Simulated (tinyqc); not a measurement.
MOSFET in the linear regime without short-channel effects, parameter extraction from computed curves: two steps of the calculation.

Inversion charge Q = Cox n Vt W0(exp((Vg - VT)/(n Vt))), W0 the Lambert function and n = nf; u = Q/Cox; mobility mu = mu0/(1 + th1 u + th2 u^2); channel resistance Rch = (L - dL)/(W mu Q); Id = Vd/(Rch + Rsd/W). Cox = eps0 eox/tox. Small Vd, no channel-length or drain effects.

Inputs (values chosen for the exercise); channel values of the order met in silicon transistors: temperature T = 200 K; relative permittivity of the gate insulator (close to silicon nitride) eox = 7.35; insulator thickness tox = 2.3 nm; low-field mobility mu0 = 140 cm^2/(V s); first mobility attenuation factor th1 = 0.23 1/V; second mobility attenuation factor th2 = 0 1/V^2; threshold voltage VT = 0.39 V; body factor nf = 1.13; gate width W = 1 um; drawn gate length L = 0.38 um; drawn less effective length dL = 0.005 um; source plus drain resistance Rsd = 380 ohm um; drain voltage Vd = 0.02 V.

Constants: q = 1.602176634e-19 C, kB = 1.380649e-23 J/K, Vt = kB T/q, eps0 = 8.8541878128e-14 F/cm where lengths are in cm. Results are converted to the units shown.

Task 1. Transfer curve. u, mu, Rch and Id as defined.

| point | Vg (V) |
|---|---|
| 0 | 0.19 |
| 1 | 0.29 |
| 2 | 0.39 |
| 3 | 0.49 |
| 4 | 0.59 |
| 5 | 0.69 |
| 6 | 0.79 |
| 7 | 0.89 |
| 8 | 0.99 |
| 9 | 1.09 |
| 10 | 1.19 |
| 11 | 1.29 |

Find: u; mu; Rch; Id.

Result 1.

| point | u (V) | mu (cm^2/(V s)) | Rch (ohm) | Id (uA) |
|---|---|---|---|---|
| 0 | 6.753e-7 | 140.0 | 1.402e9 | 1.427e-5 |
| 1 | 1.140e-4 | 140.0 | 8.303e6 | 0.002409 |
| 2 | 0.01105 | 139.6 | 8.593e4 | 0.2317 |
| 3 | 0.07400 | 137.7 | 1.301e4 | 1.494 |
| 4 | 0.1591 | 135.1 | 6168 | 3.054 |
| 5 | 0.2503 | 132.4 | 4000 | 4.566 |
| 6 | 0.3441 | 129.7 | 2969 | 5.972 |
| 7 | 0.4393 | 127.2 | 2373 | 7.266 |
| 8 | 0.5355 | 124.6 | 1986 | 8.454 |
| 9 | 0.6322 | 122.2 | 1715 | 9.546 |
| 10 | 0.7294 | 119.9 | 1516 | 10.55 |
| 11 | 0.8270 | 117.6 | 1362 | 11.48 |

Task 2. The Y function. Y_i = Id_i/sqrt(gm_i). For Id = beta Vd x/(1 + th x), x = Vg - VT, Y = sqrt(beta Vd) x whatever th. Slope s from points 7 and 10; VT_Y = Vg - Y/s at point 10; beta = s^2/Vd; mobility beta L/(W Cox) with the drawn L; th* = (beta Vd x/Id - 1)/x at point 10.

| point | Vg (V) | Id (uA) |
|---|---|---|
| 0 | 0.19 | 1.4266597e-5 |
| 1 | 0.29 | 0.0024085312 |
| 2 | 0.39 | 0.23173458 |
| 3 | 0.49 | 1.4936325 |
| 4 | 0.59 | 3.0543568 |
| 5 | 0.69 | 4.5659325 |
| 6 | 0.79 | 5.9717999 |
| 7 | 0.89 | 7.2658654 |
| 8 | 0.99 | 8.4542448 |
| 9 | 1.09 | 9.5461576 |
| 10 | 1.19 | 10.551153 |
| 11 | 1.29 | 11.478194 |

| point | gm (uS) |
|---|---|
| 1 | 1.1586016 |
| 2 | 7.4561199 |
| 3 | 14.113111 |
| 4 | 15.361500 |
| 5 | 14.587215 |
| 6 | 13.499664 |
| 7 | 12.412225 |
| 8 | 11.401461 |
| 9 | 10.484542 |
| 10 | 9.6601798 |

Give: Y; s; VT_Y; beta; mobility from Y; th*.

Result 2.

| point | Y (uA^0.5 V^0.5) |
|---|---|
| 1 | 0.0022376 |
| 2 | 0.084866 |
| 3 | 0.39759 |
| 4 | 0.77930 |
| 5 | 1.1955 |
| 6 | 1.6253 |
| 7 | 2.0624 |
| 8 | 2.5038 |
| 9 | 2.9482 |
| 10 | 3.3947 |

s = 4.4413 uA^0.5 V^-0.5
VT_Y = 0.42564 V
beta = 986.27 uA/V^2
mobility from Y = 132.46 cm^2/(V s)
th* = 0.56120 1/V

The mobility from Y is 6.6 % below mu0 L/(L - dL) = 142 cm^2/(V s), which it should reach in deep inversion when th2 = 0.

Program tinyqc, `OMP_NUM_THREADS=1 python tinyqc.py 2210152 2210153 out.jsonl`; Intel Xeon 2.30GHz, shared host, one thread, about 0.01 s.
